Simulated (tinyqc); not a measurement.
Plane-wave Kohn-Sham cycle with exchange-only LDA in a layered model solid, step by step. One step of it, computed by the program tinyqc.

Problem. Iteration 2: levels at that k. Diagonalise the Hermitian matrix.

H (hartree), order -2, -1, +0, +1, +2:
```
[[3.220052, -0.110659, 0.069911, 0.000190, 0.000658],
 [-0.110659, 0.539308, -0.110659, 0.069911, 0.000190],
 [0.069911, -0.110659, -0.354273, -0.110659, 0.069911],
 [0.000190, 0.069911, -0.110659, 0.539308, -0.110659],
 [0.000658, 0.000190, 0.069911, -0.110659, 3.220052]]
```

Give: eigenvalues.

Solution.

eigenvalues (hartree): [-0.3809, 0.4649, 0.6280, 3.2239, 3.2285]
